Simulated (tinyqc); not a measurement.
Worked calculation: exchange-only LDA atom on a uniform radial grid, spin-unpolarised, for Li. Computed by tinyqc, a small Python program that keeps every step. Settings: Z = 3, points = 128, R = 13.4, functional = Slater exchange alone, mixing = 0.2, iteration cap = 69. Command: `OMP_NUM_THREADS=1 python tinyqc.py 30262 30263 out.jsonl` (the two numbers bound the seeds that draw the settings). One thread of a shared host (Intel(R) Xeon(R) Processor @ 2.60GHz), about 0.3 s of CPU time with the checks.

Spherical atom on a uniform radial grid r_j = j h with h = R/(N + 1), h sum u^2 = 1 and integrals as h times sums, u(0) = u(R) = 0 (atomic units):
```
parameter            value
Z                        3
points N               128
R                13.400000
h                 0.103876
mixing            0.200000
electrons in 1s          2
electrons in 2s          1
```

Three-point differences turn -u''/2 + [l(l+1)/2r^2 - Z/r + V] u = e u into a tridiagonal matrix (diagonal 1/h^2 + potential, off-diagonal -1/2h^2). D = sum f u^2; the Hartree potential y/r solves y'' = -D/r with y(0) = 0, y(R) = N_e; v_xc comes from rho = D/(4 pi r^2); E = sum f e - int D V + int D (V_H/2 + eps_xc); V(new) = V + mixing (V_H + v_xc - V).

Stop when input and output potentials agree to 1e-7.

Course of the cycle (hartree):
```
iteration            E      e(1s)      e(2s)  largest |V(out) - V(in)|
1          -6.53606123  -4.395752  -1.118253                  4.39e+00
2          -6.69600329  -3.746132  -0.842794                  3.32e+00
3          -6.80136616  -3.252719  -0.641839                  2.51e+00
4          -6.86962072  -2.878694  -0.494854                  1.88e+00
5          -6.91318386  -2.595769  -0.387026                  1.40e+00
6          -6.94062459  -2.382240  -0.307675                  1.04e+00
7          -6.95770597  -2.221477  -0.249093                  7.72e-01
8          -6.96822220  -2.100750  -0.205710                  5.69e-01
9          -6.97462943  -2.010327  -0.173484                  4.17e-01
10         -6.97849561  -1.942779  -0.149478                  3.07e-01
11         -6.98080868  -1.892448  -0.131548                  2.26e-01
...                ...        ...        ...                       ...
59         -6.98415185  -1.750910  -0.077463                  2.03e-06
60         -6.98415185  -1.750910  -0.077463                  1.65e-06
61         -6.98415185  -1.750910  -0.077463                  1.33e-06
62         -6.98415185  -1.750911  -0.077463                  1.08e-06
63         -6.98415185  -1.750911  -0.077463                  8.73e-07
64         -6.98415185  -1.750911  -0.077463                  7.06e-07
65         -6.98415185  -1.750911  -0.077463                  5.71e-07
66         -6.98415185  -1.750911  -0.077463                  4.61e-07
67         -6.98415185  -1.750911  -0.077463                  3.73e-07
68         -6.98415185  -1.750911  -0.077463                  3.01e-07
69         -6.98415185  -1.750911  -0.077463                  2.43e-07
```

Can the last value be used, and what does the course show?

Not by the stop rule, although the second column moves by less than 1e-07 over the last three steps; and the uniform grid itself carries an error of order h^2 at the cusp, far above the threshold. Not converged within 69 iterations: the residual falls steadily but slowly, by a factor of about 0.81 a step. Reruns (cap 100 unless said): mixing 0.3: converged in 47; mixing 0.6: converged in 19; the original settings with a cap of 400: converged in 74. Even converged, this uniform grid resolves the cusp poorly and misses the energy of the atom.
